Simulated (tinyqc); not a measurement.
Comparisons within one model: two electrons on one impurity (helium-like model). A value that a table varies takes the place of the one given here.

Units Ha* = 2 Ry m/eps^2 and a* = a0 eps/m. One electron is bound by Z^2/2. Two electrons in the singlet built from exp(-a r) and exp(-b r): S = 8 (ab)^(3/2)/(a + b)^3, h_aa = a^2/2 - Z a, h_bb alike, h_ab = S (ab/2 - Z (a + b)/2), J = ab (a^2 + 3ab + b^2)/(a + b)^3, K = 20 (ab)^3/(a + b)^5, E = (h_aa + h_bb + 2 S h_ab + J + K)/(1 + S^2). For a = b this is a^2 - 2 Z a + 5a/8. Real double donors are deeper, since the central cell is left out.

Constants: e^2/(4 pi eps0) = 14.39964547 eV angstrom.

Inputs chosen for the exercise (near those of impurities in cubic GaN; the results hold for these values, not for the real material):

| symbol | value | unit | meaning |
|---|---|---|---|
| m | 0.195 | m0 | one mean mass |
| eps | 9.5 |  | dielectric constant |
| Zs | (0.99, 1.05, 1.13, 1.52, 1.85, 2.81, 3.38) |  | charges |
| a_lat | 4.5 | angstrom | lattice constant |
| Eg | 3.296 | eV | gap |
| ED | 23 | meV | donor binding |
| EA | 124 | meV | acceptor binding |
| W0 | 0.13 | x 1e7/s | rate at zero distance |
| kind | same |  | sublattices of donor and acceptor |
| shells | (363, 475, 557, 631, 1123, 2013, 2043) |  | shell numbers |

## Effective charge

Ha* = 58.7947 meV

Binding of the first electron, of the second (-E - Z^2/2) with equal and with unequal orbitals, and U, the first less the second (unequal).

Results (meV):

| Z | first | second, equal | second, unequal | a/b | U | U/(Z Ha*) |
|---|---|---|---|---|---|---|
| 0.99 | 28.8 | -1.83 | 0.60 | 3.79 | 28.2 | 0.485 |
| 1.05 | 32.4 | -0.43 | 1.83 | 3.25 | 30.6 | 0.495 |
| 1.13 | 37.5 | 1.76 | 3.87 | 2.86 | 33.7 | 0.507 |
| 1.52 | 67.9 | 17.81 | 19.60 | 2.14 | 48.3 | 0.541 |
| 1.85 | 100.6 | 38.37 | 40.05 | 1.91 | 60.6 | 0.557 |
| 2.81 | 232.1 | 134.61 | 136.16 | 1.62 | 96.0 | 0.581 |
| 3.38 | 335.8 | 217.38 | 218.90 | 1.53 | 116.9 | 0.588 |

Equal orbitals bind a second electron only above Z = (5/16)/(1 - 1/sqrt2) = 1.067; unequal ones do so in 7 of the 7 rows. Their gain is 2.42 meV in the first row and 1.51 in the last, while the second binding grows to 219 meV, so the gain decides the matter only near Z = 1. U grows almost linearly with Z: U/(Z Ha*) goes from 0.485 to 0.588, towards 5/8, while the first binding grows as Z^2. Angular correlation is left out: at Z = 1 this function binds the second electron by 0.0133 Ha*, half the exact 0.0278.

## Pair lines (donor-acceptor pair recombination)

h nu = Eg - ED - EA + q/(eps R), q = e^2/(4 pi eps0); shell j lies at R = a_lat sqrt(j/2) for the same sublattice and a_lat sqrt(j/2 - 5/16) for opposite ones (on the same sublattice shells 14, 30, 46, 56, 62, ... are empty, where 2j has the form 4^a (8b + 7)); rate W = W0 exp(-2R/aD) with the donor radius aD = q/(2 eps ED). Polarisation and overlap terms, which matter for close pairs, are left out.

Energy, rate and lifetime for each shell.

Lines:

| shell | R (angstrom) | Coulomb (meV) | h nu (eV) | step to the next shell (meV) | 1/W (microsecond) |
|---|---|---|---|---|---|
| 363 | 60.62 | 25.0 | 3.1740 | 0.034 | 30.5 |
| 475 | 69.35 | 21.9 | 3.1709 | 0.023 | 51.8 |
| 557 | 75.10 | 20.2 | 3.1692 | 0.036 | 73.4 |
| 631 | 79.93 | 19.0 | 3.1680 | 0.030 | 98.4 |
| 1123 | 106.63 | 14.2 | 3.1632 | 0.0063 | 498 |
| 2013 | 142.76 | 10.6 | 3.1596 | 0.0053 | 4.46e+03 |
| 2043 | 143.82 | 10.5 | 3.1595 | 0.0026 | 4.76e+03 |

limit for distant pairs = 3.1490 eV
aD = 33.0 angstrom

The lines crowd together, on average as R^-3: the step falls from 0.034 to 0.0026 meV, so distant pairs merge into a band. Close pairs emit higher and 156 times faster over this table, so the band shifts to lower energy with delay and to higher energy with stronger pumping. All these lines lie below Eg, and R/aD runs from 1.8 up.

Computed by tinyqc, a small Python program: `OMP_NUM_THREADS=1 python tinyqc.py 1251878 1251879 out.jsonl` (the numbers bound the seed that draws the inputs); one thread of a shared host (Intel(R) Xeon(R) Processor @ 2.30GHz), about 0.03 s for the whole set of steps.
